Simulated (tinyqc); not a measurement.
## Film and buried-oxide thickness from two coupling ratios

Question. In a depleted film -dVT/dVb is k1 = Cs Cbox/(Cox (Cs + Cbox)) for a front channel and k2 = Cbox (Cox + Cs)/(Cox Cs) for a back channel, with Cox = eps0 eox/tox, Cs = eps0 eps_r/ts, Cbox = 3.9 eps0/tb. Find ts and tb.

Values chosen for this exercise; band and dielectric values close to those of silicon:
- eps_r = 11.7 (relative permittivity)
- eox = 8.88 (relative permittivity of the gate insulator (close to aluminium oxide))
- tox = 9.1 nm (insulator thickness)

coupling ratios for a front and a back channel: [0.14445620, 0.58316441]

Solution. With y = Cox/Cs and z = Cox/Cbox, 1/k1 = y + z and k2 = (1 + y)/z, so y = (k2/k1 - 1)/(1 + k2); the thicknesses follow from y and z.

ts = 23.0 nm
tb = 20.0 nm

Numbers from tinyqc (`OMP_NUM_THREADS=1 python tinyqc.py 2190107 2190108 out.jsonl`; about 0.6 s on one thread of a shared Intel Xeon 2.30GHz).
